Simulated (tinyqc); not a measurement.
# Thermal, flicker and telegraph noise of a field-effect transistor, step by step

A worked calculation. Computed by tinyqc, a small Python program that keeps every step. Command: `OMP_NUM_THREADS=1 python tinyqc.py 3030283 3030284 out.jsonl noise walk`. One thread of a shared host (Intel(R) Xeon(R) Processor @ 2.30GHz), about 0.01 s of CPU time with the checks. Intermediate numbers are printed to about 7 digits and carried at full precision; extremes and crossings named in words are read from the listed rows.

Strong inversion, threshold roll-off and channel-length modulation left out; noise sources are uncorrelated and are given as one-sided spectral densities. The drain voltage is 50 mV.

Inputs (values chosen for the exercise, modelled on a silicon n-channel):
```
quantity                        value         unit
width W                            20   micrometre
length L                          160           nm
electrical oxide thickness t      1.4           nm
mobility mu                       210   cm^2/(V s)
overdrive V_ov                   0.45            V
oxide trap density N_t        6.4e+17  1/(eV cm^3)
oxide barrier phi                 2.6           eV
oxide mass m_ox                  0.31          m_0
Hooge parameter alpha_H       1.2e-06            -
frequency f                     80000           Hz
temperature T                     200            K
```

Operating region: linear. Flicker model: Hooge.

Constants: eps_0 = 8.8541878128e-12 F/m; hbar = 1.054571817e-34 J s; m_0 = 9.1093837015e-31 kg; e = 1.602176634e-19 C; k_B = 8.617333262e-05 eV/K; k_B = 1.380649e-23 J/K.

## Operating point

C_ox = 3.9 eps_0/t; I = mu C_ox (W/L) V_ov V_D; g_m = I/V_ov; g_d0 = I/V_D.

C_ox = 2.466524 microfarad/cm^2

drain current I = 1456.791 microampere

g_m = 3237.312 microsiemens

g_d0 = 29135.81 microsiemens

## Flicker noise

Tunnelling length lambda = hbar/(2 sqrt(2 m_ox phi)); flat-band noise S_Vfb = e^2 k_B T lambda N_t/(W L C_ox^2 f). Hooge: S_I = I^2 alpha_H/(f N), N = W L C_ox V_ov/e (the source-end density).

tunnelling length lambda = 1.087086 angstrom

S_Vfb = 1.976319e-16 V^2/Hz

flicker S_I = 1.435979e-22 A^2/Hz

flicker S_I/I^2 = 6.766341e-17 1/Hz

## Thermal noise and corner

Thermal: S_I = 4 k_B T g_d0; input-referred S_V = S_I/g_m^2; corner f_c where flicker equals thermal. Total input noise from 1 Hz to f_c: sqrt(S_V,thermal [f_c ln(f_c/1 Hz) + f_c - 1 Hz]).

thermal S_I = 3.218106e-22 A^2/Hz

input-referred thermal noise = 5.541350 nV/sqrt(Hz)

corner frequency f_c = 35697.49 Hz

input noise up to f_c = 3.547795 microvolt

full shot noise 2eI over thermal S_I = 1.450565

At f the noise is thermal dominated (f_c/f = 0.446).

## How many traps?

Active traps per decade of time constant: N_dec = N_t k_B T W L lambda ln(10); a single trap at the interface shifts the threshold by e/(W L C_ox) and the current by g_m times that; tunnelling depth for frequency f, z = lambda ln(1/(2 pi f tau_0)), tau_0 = 1e-10 s.

traps per decade = 8.835121

threshold step of one trap = 0.002029902 mV

current step of one trap = 4.510894e-04 %

depth probed at f = 1.076019 nm

With several traps per decade their Lorentzians merge into 1/f.

## Telling the models apart

The formulas are those given above.

Against the overdrive:
```
V_ov (V)  I (microampere)  (g_m/I)^2 (1/V^2)  S_I/I^2 (1/Hz)  S_I/g_m^2 (V^2/Hz)
0.20              647.462           25.00000    1.522427e-16        6.089707e-18
0.25              809.328           16.00000    1.217941e-16        7.612133e-18
0.32             1035.940            9.76562    9.515167e-17        9.743531e-18
0.40             1294.925            6.25000    7.612133e-17        1.217941e-17
0.50             1618.656            4.00000    6.089707e-17        1.522427e-17
0.63             2039.507            2.51953    4.833100e-17        1.918258e-17
0.80             2589.850            1.56250    3.806067e-17        2.435883e-17
1.00             3237.312            1.00000    3.044853e-17        3.044853e-17
```

S_I/I^2 falls as V_ov^-1.00 at first and V_ov^-1.00 at the end; (g_m/I)^2 as V_ov^-2.00 and V_ov^-2.00. S_I/I^2 follows 1/N, so the input-referred noise rises by a factor 5.00, roughly as V_ov.

Checks made by the program: g_m against a numerical derivative of I (relative difference below 1e-10).
